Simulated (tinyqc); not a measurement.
Plane-wave Kohn-Sham cycle with exchange-only LDA in a layered model solid, step by step. Computed by tinyqc, a small Python program that keeps every step. Settings: points = 16, plane-wave index or count = 2, electrons = 2, k points = 3, area = 11.0, mixing = 0.8, iteration cap = 58. Command: `OMP_NUM_THREADS=1 python tinyqc.py 30982 30983 out.jsonl` (the two numbers bound the seeds that draw the settings). One thread of a shared host (Intel(R) Xeon(R) Processor @ 2.60GHz), about 0.02 s of CPU time with the checks.

A solid whose potential varies along x alone (atomic units):
```
parameter,value
period a,11.200000
cross-section of the cell,11.000000
electrons per cell,2
grid points,16
"plane waves -n..n, n",2
k points,3
V1 in V1 cos(2 pi x/a),-0.390000
V2 in V2 cos(4 pi x/a),-0.100000
```

Stop when sqrt(dV sum R^2) is below 1e-8, dV = a A/N.

Course of the cycle:
```
iteration,E (hartree),norm of the residual
1,-0.89944657,2.32e-01
2,-1.24664242,3.63e-01
3,-2.06065706,3.44e-01
4,-1.07094451,3.42e-01
5,-2.04633193,3.43e-01
6,-1.07421501,3.42e-01
7,-2.04612931,3.42e-01
8,-1.07429350,3.42e-01
9,-2.04611101,3.42e-01
10,-1.07429861,3.42e-01
11,-2.04611026,3.42e-01
...,...,...
48,-1.07429885,3.42e-01
49,-2.04611022,3.42e-01
50,-1.07429885,3.42e-01
51,-2.04611022,3.42e-01
52,-1.07429885,3.42e-01
53,-2.04611022,3.42e-01
54,-1.07429885,3.42e-01
55,-2.04611022,3.42e-01
56,-1.07429885,3.42e-01
57,-2.04611022,3.42e-01
58,-1.07429885,3.42e-01
```

Can the last value be used, and what does the course show?

Not by the stop rule. Not converged within 58 iterations: the residual has stopped falling: the iteration swings between two states. Reruns (cap 100 unless said): mixing 0.1: not converged; mixing 0.5, Kerker q0 1.0: converged in 42 (E = -0.48919); mixing 0.3, Pulay depth 5: converged in 17 (E = -0.48919); the original settings with a cap of 400: not converged.
